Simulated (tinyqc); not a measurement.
Oxidation of curved silicon (wires and holes): cylindrical Deal-Grove kinetics with stress-retarded reaction. Inputs raised by 10 %, one at a time. Computed by tinyqc, a small Python program. Command: `OMP_NUM_THREADS=1 python tinyqc.py 3007041 3007042 out.jsonl wireox sens`. One thread of a shared host (Intel(R) Xeon(R) Processor @ 2.30GHz), about 0.02 s of CPU time with the checks.

Silicon fills r < a and oxide a < r < b. One volume of silicon gives 2.25 volumes of oxide, and the length is fixed.

Inputs (values chosen for the exercise, close to those used for silicon in dry oxygen): prefactor B0 = 768 um^2/h; activation energy E_B = 1.24 eV; prefactor (B/A)0 = 5.01e+06 um/h; activation energy E_A = 2 eV; starting silicon radius a0 = 17 nm; starting oxide x_i = 3 nm; viscosity prefactor eta0 = 1.7e-08 Pa s; viscosity energy E_eta = 5.58 eV; critical shear stress s_c = 49 MPa; activation volume V_k = 9.9 angstrom^3; temperature T = 850 C; time t = 1.5 h.

Shape: wire (convex).

Constants: k_B = 8.617333262e-05 eV/K.

Method:
- B = B0 exp(-E_B/(k_B T)), B/A = (B/A)0 exp(-E_A/(k_B T)), eta = eta0 exp(E_eta/(k_B T)); 1 um = 1000 nm.
- Temperatures in kelvin are T(C) + 273.15.
- Geometry: b^2 = b0^2 + 1.25 (a0^2 - a^2), b0 = a0 + x_i.
- Rate of oxide made per interface area: q = 1/[1/k + 2 a |ln(b/a)|/B], and |da/dt| = q/2.25. Reaction k = (B/A) exp(-sigma V_k/(k_B T)). New oxide pushes the old with radial speed u = 1.25 |da/dt| at r = a; the shear stress at radius r is s_c asinh(z a^2/r^2), z = 2 eta u/(a s_c) (Eyring flow), and the compressive normal stress at the interface is sigma = |int_a^b 2 s/r dr| = s_c |F(z) - F(z a^2/b^2)|, F(y) = int_0^y asinh(w)/w dw. q and sigma are solved together. 1 MPa angstrom^3 = 6.241509e-6 eV.
- Integrate da/dt adaptively (tolerance 1e-8); a wire counts as consumed at a = 0.5 nm and a hole as closed at b = 0.5 nm. Planar reference: x^2 + A x = B t + x_i^2 + A x_i, A = B/(B/A).

Runs; columns: (1) input moved; (2) from; (3) to; (4) oxide thickness (nm); (5) silicon radius a (nm); (6) normal stress at time t (MPa); (7) ratio to the planar thickness:
```
(1)                                     (2)       (3)    (4)    (5)    (6)     (7)
base run                                  -         -  8.186  14.30  569.4  0.7648
prefactor (B/A)0 (um/h)             5010000   5511000  8.595  14.07  602.7  0.7520
prefactor B0 (um^2/h)                   768     844.8  8.193  14.30  570.0  0.7638
starting silicon radius a0 (nm)          17      18.7  8.343  15.95  527.2  0.7794
viscosity prefactor eta0 (Pa s)     1.7e-08  1.87e-08  8.178  14.30  573.0  0.7640
critical shear stress s_c (MPa)          49      53.9  8.090  14.35  612.8  0.7558
activation volume V_k (angstrom^3)      9.9     10.89  8.082  14.36  560.6  0.7550
```

Exponents ln(y'/y) / ln(x'/x):
```
input                       oxide thickness  silicon radius a  normal stress at time t  ratio to the planar thickness
prefactor (B/A)0                      0.511            -0.169                    0.596                         -0.177
prefactor B0                          0.009            -0.003                    0.011                         -0.014
starting silicon radius a0            0.199             1.145                   -0.809                          0.199
viscosity prefactor eta0             -0.010             0.003                    0.065                         -0.010
critical shear stress s_c            -0.124             0.039                    0.770                         -0.124
activation volume V_k                -0.134             0.042                   -0.165                         -0.134
```

Which inputs matter most for each result?

Among the inputs moved here: oxide thickness answers most in size to prefactor (B/A)0 (exponent +0.511), next to starting silicon radius a0 (+0.199). Silicon radius a answers most in size to starting silicon radius a0 (exponent +1.145), next to prefactor (B/A)0 (-0.169). Normal stress at time t answers most in size to starting silicon radius a0 (exponent -0.809), next to critical shear stress s_c (+0.770). Ratio to the planar thickness answers most in size to starting silicon radius a0 (exponent +0.199), next to prefactor (B/A)0 (-0.177).

Caution (all rows): planar dry oxides this thin grow faster than Deal-Grove predicts. Caution (all rows): the oxide is taken as a purely viscous fluid in steady flow; elasticity, stress-dependent diffusion and thin-oxide enhancement are left out.
